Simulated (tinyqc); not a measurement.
Wafer and channel orientation: ellipsoidal valleys in the axes of a wafer and a channel.

Valleys with axes a along x, y and z, one whole valley each; inverse mass tensor w = 1/mt + (1/ml - 1/mt) a a. Device axes: z = nz/|nz|, x = nx/|nx|, y = z cross x; in them a = (ax, ay, az). Confinement mass mz = 1/w_zz. In the plane w_ij is replaced by u_ij = w_ij - w_iz w_jz/w_zz (i, j = x, y); density-of-states mass md = 1/sqrt(det u); conductivity mass along x mc = 1/u_xx; ballistic transport mass mx = u_yy/det u, width mass my = 1/u_yy.

Hard walls: E_n = c (n pi/t)^2/mz, c = hbar^2/2m0, n = 1, 2, 3. Non-degenerate share of a valley proportional to md sum_n exp(-E_n/kT); mean 1/mc = sum of share/mc. 1 nm = 10 angstrom.

Constants: hbar^2/2m0 = 3.80998211 eV angstrom^2; kB = 8.617333262e-05 eV/K.

Parameters, chosen for this exercise (near those of the X valleys of AlAs; not measured data): ml = 1.071 m0 (longitudinal mass); mt = 0.206 m0 (transverse mass); t = 5.2 nm (thickness of the film); T = 300 K (temperature).

For each face/channel: the lowest ladder (mz, number of valleys, md, E1, share) and the mean conductivity mass over all valleys.

Results:

| face/channel | mz | valleys | md | E1 (meV) | share | mean mc |
|---|---|---|---|---|---|---|
| (110)/[1-10] | 0.346 | 2 | 0.363 | 40.2 | 0.817 | 0.4615 |
| (001)/[110] | 1.071 | 1 | 0.206 | 13.0 | 0.691 | 0.2353 |
| (001)/[100] | 1.071 | 1 | 0.206 | 13.0 | 0.691 | 0.2353 |
| (112)/[11-1] | 0.446 | 1 | 0.319 | 31.2 | 0.518 | 0.3760 |
| (113)/[1-10] | 0.607 | 1 | 0.274 | 22.9 | 0.600 | 0.2495 |
| (110)/[001] | 0.346 | 2 | 0.363 | 40.2 | 0.817 | 0.2417 |
| (100)/[011] | 1.071 | 1 | 0.206 | 13.0 | 0.691 | 0.2353 |

The mean conductivity mass is lowest, 0.2353, for (001)/[110], (001)/[100] and (100)/[011] and highest, 0.4615, for (110)/[1-10]; the bulk value is 0.2819. The confinement energy is lowest on the face with the heaviest mz ((001), 13 meV). The density of states of the lowest ladder, valleys times md, runs between 0.206 and 0.725; a small value limits the charge through the quantum capacitance.

Program tinyqc; command `OMP_NUM_THREADS=1 python tinyqc.py 1850328 1850329 out.jsonl`; about 0.01 s on one thread of a shared Intel(R) Xeon(R) Processor @ 2.30GHz.
